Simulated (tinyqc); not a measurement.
Six-band Luttinger-Kohn model with strain: sweeps and comparisons. A value that a table varies takes the place of the one given here.

Six-band Luttinger-Kohn model in the basis |3/2,3/2>, |3/2,1/2>, |3/2,-1/2>, |3/2,-3/2>, |1/2,1/2>, |1/2,-1/2>, electron energies, zero at the top of the unstrained valence band. H = -[rows: (P+Q, -S, R, 0, -S/r2, r2 R); (-S*, P-Q, 0, R, -r2 Q, r32 S); (R*, 0, P-Q, S, r32 S*, r2 Q); (0, R*, S*, P+Q, -r2 R*, -S*/r2); (-S*/r2, -r2 Q, r32 S, -r2 R, P+Dso, 0); (r2 R*, r32 S*, r2 Q, -S/r2, 0, P+Dso)], r2 = sqrt(2), r32 = sqrt(3/2). Levels are twofold.

P = c g1 k^2 - av tr(e); Q = c g2 (kx^2 + ky^2 - 2 kz^2) - (b/2)(exx + eyy - 2 ezz); R = c sqrt3 [-g2 (kx^2 - ky^2) + 2i g3 kx ky] + (sqrt3/2) b (exx - eyy) - i d exy; S = 2 c sqrt3 g3 (kx - i ky) kz - d (exz - i eyz); c = hbar^2/2m0, e the strain tensor (not engineering shear).

s11 = (C11 + C12)/((C11 - C12)(C11 + 2 C12)), s12 = -C12/((C11 - C12)(C11 + 2 C12)), s44 = 1/C44; exx = s11 sxx + s12 (syy + szz) and cyclic, exy = s44 sxy/2; tension is positive. A uniaxial stress X along the unit vector n is s_ij = X n_i n_j.

Constants: hbar^2/2m0 = 3.80998211 eV angstrom^2; kB = 8.617333262e-05 eV/K.

Values chosen for the exercise (near those of Si; shifted at random, so the results belong to these values and not to a real crystal):
```
symbol  value           unit  meaning
Dso     0.044           eV    spin-orbit splitting
g1      4.35                  Luttinger gamma1
g2      0.34                  gamma2
g3      1.44                  gamma3
av      2.33            eV    valence hydrostatic potential
b       -2.09           eV    tetragonal shear potential
d       -4.58           eV    trigonal shear potential
C11     165.2           GPa
C12     66.6            GPa
C44     78.7            GPa
load    uniaxial [111]        kind of stress
X1      0.9             GPa   size of the stress
T       300             K     temperature
E_h     5               meV   hole energy below the top
X       1.62            GPa   stress
```

## Sweep of a uniaxial [111] stress

Edges at k = 0 and curvature masses of the top pair along [100] and [001] (step 0.0002 1/angstrom); at zero stress the top is fourfold and has no single curvature.

Edges and masses:
```
X (GPa)  top (eV)  second (eV)  third (eV)  splitting (meV)  m [100]  m [001]
-3.00      0.0653      -0.0738     -0.1057            139.1    0.230    0.230
-2.00      0.0405      -0.0492     -0.0822             89.7    0.230    0.230
-1.00      0.0172      -0.0246     -0.0600             41.8    0.230    0.230
0.00       0.0000       0.0000     -0.0440              0.0        -        -
1.00       0.0246       0.0048     -0.0500             19.8    0.230    0.230
2.00       0.0492       0.0246     -0.0710             24.6    0.230    0.230
3.00       0.0738       0.0476     -0.0951             26.3    0.230    0.230
```

How do the results move?

The splitting reaches 139.1 meV under compression and 26.3 meV under the same tension; linear shear terms alone would make the two equal, and the difference comes from the coupling to the split-off band. At the ends of the sweep the top pair has a mass along [100] of 0.230 under compression and 0.230 under tension, nearly the same; along [001] it has 0.230 and 0.230. The top edge itself moves by +65 and +74 meV.

## Which stress helps holes along [110]

Each load has size X1 (biaxial: sxx = syy); masses are curvatures of the top pair at k = 0.

Results:
```
load                         splitting (meV)  top edge (meV)  m [110]  m [001]
uniaxial [110], compression             39.7            16.8    0.119    0.267
uniaxial [110], tension                 20.2            23.5    0.408    0.202
uniaxial [100], compression             48.1            22.0    0.215    0.268
uniaxial [100], tension                 20.9            26.1    0.239    0.213
uniaxial [111], compression             37.2            15.0    0.146    0.230
uniaxial [111], tension                 18.9            22.1    0.344    0.230
biaxial (001), compression              20.9             5.0    0.213    0.272
biaxial (001), tension                  48.1            43.1    0.268    0.179
```

What can be read from the table?

The lightest mass along [110] (0.119) comes with uniaxial [110], compression. The largest splitting (48.1 meV) comes with uniaxial [100], compression; biaxial (001), tension. The heaviest mass along [001] (0.272), which lowers the confinement energy in a (001) channel, comes with biaxial (001), compression. The splitting per GPa follows b (s11 - s12) for loads along cube axes and d s44 for [111]: here 2 |b| (s11 - s12) = 42.4 and |d| s44/sqrt3 = 33.6 meV per GPa in the limit of large Dso; where the splitting nears Dso, mixing with the split-off band makes it depend on the sign of the load.

## Thermally averaged conductivity mass under uniaxial [111] stress

Non-degenerate holes: weights exp(E/kT) on a 16 x 16 x 16 grid of midpoints in the cube |k_i| < 0.2 1/angstrom; 1/m_c = <(dE/dk_u)^2>/(hbar^2 kT) along [100], over all six bands. With an unchanged scattering time the mobility goes as 1/m_c.

Averages:
```
X (GPa)  share of the top pair  m_c (m0)  gain m_c(0)/m_c
-3.00                    0.996     0.278            1.283
-1.00                    0.920     0.330            1.080
0.00                     0.859     0.356            1.000
1.00                     0.896     0.349            1.021
3.00                     0.924     0.328            1.086
```

What can be read from the table?

The largest gain from mass alone is 1.28 at X = -3.00 GPa, where the top pair holds 100 % of the holes (86 % without stress); the opposite end of the sweep gives 1.09; the grid is good to about 0.02 in these ratios. The average reaches energies of a few kT, beyond the range of the edge curvature, and changes of scattering are left out.

## Warping of the constant-energy contours (six-band Luttinger-Kohn model)

No strain (e = 0). In the plane kz = 0, |k| where the top and second pairs lie E_h below the top, against the angle from [100]; m = c k^2/E_h.

Contours:
```
angle (degrees)  k top (1/angstrom)  k second (1/angstrom)  m top (m0)  m second (m0)
0                            0.0189                 0.0162       0.272          0.200
9                            0.0198                 0.0157       0.300          0.188
18                           0.0219                 0.0150       0.366          0.171
27                           0.0247                 0.0144       0.463          0.159
36                           0.0275                 0.0141       0.575          0.151
45                           0.0288                 0.0140       0.634          0.149
```

What can be read from the table?

The heavy contour reaches 1.526 times as far along [110] as along [100], the light one 0.864 times. The warping follows g3 - g2 = 1.10 and would vanish for g2 = g3. Along [100] the heavy mass is 1/(g1 - 2 g2) = 0.272 at any energy, while the light one is 0.1997, against 1/(g1 + 2 g2) = 0.1988 at the edge, for E_h/Dso = 0.11.

## What each parameter does

Edges at k = 0 under a uniaxial [111] stress X and the curvature mass of the top pair along [100] (step 0.0002 1/angstrom). Each row changes one parameter from the base and keeps the others.

Results:
```
case              top (eV)  second (eV)  third (eV)  mass (m0)
base                0.0399       0.0164     -0.0624      0.230
av = 1.864 eV       0.0373       0.0139     -0.0649      0.230
C11 = 132.16 GPa    0.0414       0.0180     -0.0608      0.230
g2 = 0.272          0.0399       0.0164     -0.0624      0.230
Dso = 0.053 eV      0.0399       0.0131     -0.0680      0.230
d = -5.496 eV       0.0453       0.0209     -0.0722      0.230
C44 = 94.44 GPa     0.0353       0.0131     -0.0545      0.230
g1 = 3.48           0.0399       0.0164     -0.0624      0.287
```

How do the results move?

The largest shifts from the base row, up to three for each result and ties (the steps differ in size, so this ranks the rows, not the parameters). top (eV): d +0.0054, C44 -0.0045, av -0.0025; unchanged at the printed digits by g2, Dso and g1. second (eV): d +0.0044, C44 -0.0033, Dso -0.0033; unchanged at the printed digits by g2 and g1. third (eV): d -0.0099, C44 +0.0079, Dso -0.0057; unchanged at the printed digits by g2 and g1. mass (m0): g1 +0.057; unchanged at the printed digits by av, C11, g2, Dso, d and C44. The Luttinger parameters multiply k^2 and cannot move the edges; av shifts all edges alike and leaves the mass.

Program tinyqc; command `OMP_NUM_THREADS=1 python tinyqc.py 1050253 1050254 out.jsonl`; about 0.2 s on one thread of a shared Intel(R) Xeon(R) Processor @ 2.30GHz.
